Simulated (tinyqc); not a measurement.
## Trap and transport parameters from the curve

Problem. A layer shows an ohmic current q n0 mu V/L, then a square law (9/8) th eps0 eps_r mu V^2/L^3 above Vx = 8 q n0 L^2/(9 th eps0 eps_r), and trap filling at V_TFL = q Nt L^2/(2 eps0 eps_r). th = y/(1 + y), y = (Nc/Nt) exp(-Et/kB T). The square-law current at V is given. Find th, n0, Nt and Et.

Inputs (values chosen for the exercise):
```
symbol,value,unit,meaning
T,350,K,temperature
eps_r,9,,relative permittivity
mu,0.094,cm^2/(V s),mobility
L,250,nm,thickness
Nc,7.3e19,cm^-3,band density of states
V,6.3,V,voltage
```

Constants: q = 1.602176634e-19 C, kB = 1.380649e-23 J/K, Vt = kB T/q, eps0 = 8.8541878128e-14 F/cm where lengths are in cm. Results are converted to the units shown.

Mott-Gurney J = 1.1468862 A/cm^2
Vx = 0.16261238 V
V_TFL = 15.079273 V

Answer. The square law gives th, Vx gives n0, V_TFL gives Nt, and th with Nt gives Et.

th = 0.00536
n0 = 7.80e12 cm^-3
Nt = 2.40e17 cm^-3
Et = 0.330 eV

Computed by the program tinyqc: `OMP_NUM_THREADS=1 python tinyqc.py 2370092 2370093 out.jsonl`, one thread of a shared Intel Xeon 2.30GHz, about 0.01 s for the whole run.
